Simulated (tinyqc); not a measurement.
# Small-signal admittance of a forward-biased p+-n diode: two studies

Holes injected into a neutral base of width wb with an ohmic contact at its end; low injection, p0 far above the equilibrium density. A small voltage v exp(i w t), w = 2 pi f, modulates the edge density by p0 v/Vt, and the small-signal density obeys Dp d2p/dx2 = (1/tau + i w) p.

Parameters, values chosen for the exercise; permittivity close to that of silicon:
- T = 300 K (temperature)
- eps_r = 11.7 (relative permittivity)
- Nd = 1.1e16 cm^-3 (donor density of the base)
- Dp = 8.2 cm^2/s (hole diffusion coefficient)
- tau = 4e-7 s (hole lifetime)
- wb = 16 um (width of the neutral base)
- p0 = 4.3e12 cm^-3 (excess hole density at the junction edge)
- Na = 1e19 cm^-3 (acceptor density of the p+ side)
- Rs = 0.00043 ohm cm^2 (series resistance)
- f = 1.3e5 Hz (signal frequency)

Constants: q = 1.602176634e-19 C, kB = 1.380649e-23 J/K, Vt = kB T/q, eps0 = 8.8541878128e-14 F/cm where lengths are in cm. Results are converted to the units shown.

Each table varies one quantity; the others keep the values above.

## Admittance against frequency

L = sqrt(Dp tau); direct current J = (q Dp p0/L) coth(wb/L); k = sqrt(1 + i w tau)/L; diffusion admittance Y = (q Dp p0/Vt) k coth(k wb) = G + i w C_diff; junction capacitance C_j = sqrt(q eps0 eps_r Nd/(2 Vr)) in the depletion approximation, with the remaining barrier Vr = Vt ln(Na/p0), a rough value under forward bias; base-width modulation is left out. Measured admittance 1/[Rs + 1/(Y + i w C_j)].

The same in every row: C_j (uF/cm^2) = 0.04908.

Results:

| f (Hz) | w tau | G (S/cm^2) | C_diff (uF/cm^2) | measured G (S/cm^2) | measured C (uF/cm^2) | phase of the measured Y (degrees) |
|---|---|---|---|---|---|---|
| 3000 | 0.007540 | 0.1704 | 0.01288 | 0.1704 | 0.06195 | 0.3927 |
| 10000 | 0.02513 | 0.1704 | 0.01288 | 0.1704 | 0.06195 | 1.309 |
| 60000 | 0.1508 | 0.1704 | 0.01288 | 0.1704 | 0.06195 | 7.804 |
| 2e5 | 0.5027 | 0.1708 | 0.01287 | 0.1708 | 0.06194 | 24.51 |
| 1e6 | 2.513 | 0.1795 | 0.01263 | 0.1796 | 0.06170 | 65.15 |
| 2e7 | 50.27 | 0.6109 | 0.004764 | 0.6304 | 0.05381 | 84.67 |
| 7e7 | 175.9 | 1.135 | 0.002566 | 1.356 | 0.05159 | 86.58 |
| 3e8 | 754.0 | 2.344 | 0.001242 | 6.193 | 0.05014 | 86.25 |

Estimate the missing row, f = 4e6 Hz.

Computed row:

| f (Hz) | w tau | G (S/cm^2) | C_diff (uF/cm^2) | measured G (S/cm^2) | measured C (uF/cm^2) | phase of the measured Y (degrees) |
|---|---|---|---|---|---|---|
| 4e6 | 10.05 | 0.2726 | 0.01019 | 0.2735 | 0.05925 | 79.59 |

With this row back in the table: G starts at J/Vt = 0.170 S/cm^2 and C_diff at (J tau/(2 Vt))(1 - 2 x/sinh 2x) = 0.0129 uF/cm^2, x = wb/L = 0.883. Between the last two rows G goes as f^(0.50) and C_diff as f^(-0.50); the limits are 1/2 and -1/2, reached when the signal penetrates only sqrt(Dp/w). The measured C is 0.015 % below C_diff + C_j in the first row and 0.37 % below it in the last, the difference being due to Rs.

## Effect of the excess hole density at the junction edge

Same model as above.

The same in every row: w tau = 0.3267.

Results:

| p0 (cm^-3) | G (S/cm^2) | C_diff (uF/cm^2) | C_j (uF/cm^2) | measured G (S/cm^2) | measured C (uF/cm^2) | phase of the measured Y (degrees) |
|---|---|---|---|---|---|---|
| 1e9 | 3.966e-5 | 2.995e-6 | 0.03916 | 4.010e-5 | 0.03916 | 89.93 |
| 1e11 | 0.003966 | 2.995e-4 | 0.04378 | 0.003967 | 0.04408 | 83.71 |
| 1e12 | 0.03966 | 0.002995 | 0.04681 | 0.03966 | 0.04980 | 45.72 |
| 1e13 | 0.3966 | 0.02995 | 0.05056 | 0.3966 | 0.08048 | 9.412 |
| 1e14 | 3.966 | 0.2995 | 0.05538 | 3.960 | 0.3537 | 4.173 |
| 1e15 | 39.66 | 2.995 | 0.06192 | 39.00 | 2.955 | 3.542 |

Estimate the missing row, p0 = 1e10 cm^-3.

Computed row:

| p0 (cm^-3) | G (S/cm^2) | C_diff (uF/cm^2) | C_j (uF/cm^2) | measured G (S/cm^2) | measured C (uF/cm^2) | phase of the measured Y (degrees) |
|---|---|---|---|---|---|---|
| 1e10 | 3.966e-4 | 2.995e-5 | 0.04128 | 3.971e-4 | 0.04131 | 89.33 |

With this row back in the table: As p0 goes from 1e9 to 1e15, G rises from 3.97e-5 to 39.7 S/cm^2, C_diff rises from 3.00e-6 to 3.00 uF/cm^2 and the measured C rises from 0.0392 to 2.96 uF/cm^2. C_diff exceeds C_j for p0 = 1e14, 1e15.

Computed by the program tinyqc: `OMP_NUM_THREADS=1 python tinyqc.py 2890131 2890132 out.jsonl`, one thread of a shared Intel Xeon 2.30GHz, about 0.01 s for the whole run.
